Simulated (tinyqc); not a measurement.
Where the gap correction goes: band offset from the macroscopic average of a supercell potential.

dEv = Ev(A) - Ev(B) = Ev1 - (dV + Ev2); dEc = Ec(B) - Ec(A) = Eg2 - Eg1 - dEv. The correction of a gap, c = Eg[1] - Eg[0], lowers the valence top by fv c and leaves dV, a ground-state quantity, as it is. Type I: dEv and dEc of one sign; II: opposite signs; III: no overlap of the gaps.

Inputs chosen for the exercise (gaps near those of Si and SiO2; shifted at random, so the results belong to these values and not to a real crystal): Ev1 = 6.05 eV (valence top of bulk A above its mean potential); Eg1 = (0.59, 1.16) eV (gap of A: semi-local value, corrected value); Ev2 = 2.41 eV (valence top of bulk B above its mean potential); Eg2 = (5.36, 9.38) eV (gap of B: semi-local value, corrected value).

dV = B - A = 1.6059 eV

fv1 and fv2 are varied.

Offsets (eV):

| fv1 | fv2 | dEv | dEc |
|---|---|---|---|
| 0.0 | 0.0 | 2.034 | 6.186 |
| 0.5 | 0.5 | 3.759 | 4.461 |
| 1.0 | 1.0 | 5.484 | 2.736 |
| 0.0 | 1.0 | 6.054 | 2.166 |
| 1.0 | 0.0 | 1.464 | 6.756 |
| 0.3 | 0.7 | 4.677 | 3.543 |

What does the comparison show?

dEv + dEc = 8.220 eV in every row, but dEv alone spans 4.59 eV, the sum of the two corrections. A scissor on the conduction bands alone (first row) keeps the semi-local dEv; with equal shares fv the shift is fv times the difference of the corrections, +3.45 eV, against their sum of 4.59 eV: little of the error cancels even if the shares are alike.

tinyqc: `OMP_NUM_THREADS=1 python tinyqc.py 1850577 1850578 out.jsonl`; about 0.01 s, one thread, shared Intel(R) Xeon(R) Processor @ 2.30GHz.
